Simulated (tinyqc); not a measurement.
Gate sheet resistance from two finger widths.

Inverse problem. At low frequency R = Rsh Wf/(3 L) + B/Wf, where B collects the channel and vertical terms. Find Rsh, B and the width of lowest R.

Parameters, values chosen for the exercise:

| symbol | value | unit | meaning |
|---|---|---|---|
| L | 0.21 | um | channel length |

input resistance of single fingers, contacted at one end, of width 1.1 and 6 um (ohm): 143.52237  64.047619

Solution. R Wf is a straight line in Wf^2; the minimum of R lies where both terms are equal.

Rsh = 4.100 ohm/square
B = 150.0 ohm um
width of lowest R = 4.801 um

Numbers from tinyqc (`OMP_NUM_THREADS=1 python tinyqc.py 2262201 2262202 out.jsonl`; about 0.01 s on one thread of a shared Intel Xeon 2.30GHz).
